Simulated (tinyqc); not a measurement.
# Worked calculation: AlGaN/GaN HEMT with access regions, lumped model

Program tinyqc, `OMP_NUM_THREADS=1 python tinyqc.py 2570010 2570011 out.jsonl`; Intel Xeon 2.30GHz, shared host, one thread, about 0.01 s. Printed values are rounded.

A polarisation-induced electron sheet under a Schottky gate, in series with two ungated access regions and contacts. Drift law v = mu E/(1 + mu E/vs) under the gate. Currents in mA/mm, resistances in ohm mm. No self-heating, no channel-length modulation; fits for polarisation, barrier and offset are chosen for the exercise.

Values chosen for this exercise; values close to those of AlGaN/GaN structures:

| symbol | value | unit | meaning |
|---|---|---|---|
| x | 0.24 |  | aluminium share of the barrier |
| d | 15 | nm | barrier thickness |
| eps_r | 9 |  | relative permittivity of barrier and channel |
| mu | 1900 | cm^2/(V s) | channel mobility |
| vs | 1.4e7 | cm/s | saturation velocity |
| Lg | 0.25 | um | gate length |
| Ls | 1.5 | um | source access length |
| Ld | 8 | um | drain access length |
| Rc | 0.28 | ohm mm | resistance of each contact |
| ft | 0 |  | share of the drain-access electrons removed by traps |
| Vg | -1 | V | gate voltage |
| Vd | 10 | V | drain voltage |
| Ec | 3.1 | MV/cm | critical field |
| te | 0.28 | um | depth over which the depleted charge spreads |
| tf | 100 | nm | insulator under the field plate |
| ei | 7 |  | relative permittivity of that insulator |

Constants: q = 1.602176634e-19 C, eps0 = 8.8541878128e-14 F/cm where lengths are in cm. Results are converted to the units shown.

## Polarisation charge, threshold and sheet resistance

sigma = (5e13 x + 1.6e13 x^2) cm^-2, phiB = 0.84 + 1.3 x, dEc = 0.7 (1.71 x + x^2) in volts, Cb = eps0 eps_r/d, VT = phiB - dEc - q sigma/Cb, access density n0 = -Cb VT/q. Rsh = 1/(q mu n0); largest access current q n0 vs.

sigma = 1.292160e13 cm^-2
Cb = 0.5312513 uF/cm^2
VT = -3.072567 V
n0 = 1.018805e13 cm^-2
Rsh = 322.4372 ohm
q n0 vs = 2285.227 mA/mm

## Iteration 1: drain current

I at the start = 560 mA/mm

Access resistance R(L, n) = L/(q mu n sqrt(1 - (I/(q n vs))^2)); Rs = Rc + R(Ls, n0), Rd = Rc + R(Ld, (1 - ft) n0). Vg' = Vg - I Rs, Vd' = Vd - I (Rs + Rd); with u = Vg' - VT, Vc = vs Lg/mu and w the smaller of Vd' and Vc [sqrt(1 + 2 u/Vc) - 1] (0 if negative), the channel gives (mu Cb/Lg)(u w - w^2/2)/(1 + w/Vc). I(new) is that channel current.

Rs = 0.7788662 ohm mm
Rd = 2.940620 ohm mm
Vg' = -1.436165 V
Vd' = 7.917088 V
channel current = 760.5630 mA/mm
I after iteration 1 = 760.5630 mA/mm

## Iteration 2: drain current

As before.

Rs = 0.7928952 ohm mm
Rd = 3.015441 ohm mm
Vg' = -1.603047 V
Vd' = 7.103520 V
channel current = 665.8228 mA/mm
I after iteration 2 = 665.8228 mA/mm

## Course of the iteration: drain current

Stop when I changes by less than 1e-6 mA/mm, or after 60 iterations. I must stay below q (1 - ft) n0 vs.

Course of the iteration:
```
iteration  I (mA/mm)  |change| (mA/mm)
1           760.5630               201
2           665.8228              94.7
3           711.0430              45.2
4           689.5766              21.5
5           699.7922              10.2
6           694.9366              4.86
7           697.2458              2.31
8           696.1479              1.10
9           696.6700             0.522
...              ...               ...
19          696.5018           3.08e-4
20          696.5017           1.47e-4
21          696.5018           6.97e-5
22          696.5017           3.32e-5
23          696.5017           1.58e-5
24          696.5017           7.50e-6
25          696.5017           3.57e-6
26          696.5017           1.70e-6
27          696.5017           8.06e-7
```

Converged in 27 iterations. At the end each change is about 0.48 times the one before, with alternating sign: linear convergence. Of Vd, 73.7 % reaches the channel; the access current is 30 % of its limit.

## On-resistance and breakdown

sigma = (5e13 x + 1.6e13 x^2) cm^-2, phiB = 0.84 + 1.3 x, dEc = 0.7 (1.71 x + x^2) in volts, Cb = eps0 eps_r/d, VT = phiB - dEc - q sigma/Cb, access density n0 = -Cb VT/q. Ron = 2 Rc + Ls/(q mu n0) + Ld/(q mu (1 - ft) n0) + Lg/(mu Cb (Vg - VT)). Off state: a depleted stretch that holds the voltage V has the peak field sqrt(k V), k = 2 q n0/(eps0 eps_r te), so one edge holds V1 = Ec^2/k. The sheet under the plate pinches off at Vf = q n0 (1/Cb + tf/(eps0 ei)); beyond it the gate edge is screened. BV = V1 if Vf >= V1, else Vf + V1, and at most Ec Ld. Specific resistance Ron (Ls + Lg + Ld); figure of merit BV^2 over it.

Ron = 3.742656 ohm mm
Vf = 29.40885 V
V1 = 65.68124 V
BV = 95.09009 V
specific resistance = 0.3649089 mohm cm^2
figure of merit = 24.77913 MW/cm^2

The plate raises BV by a factor of 1.45.
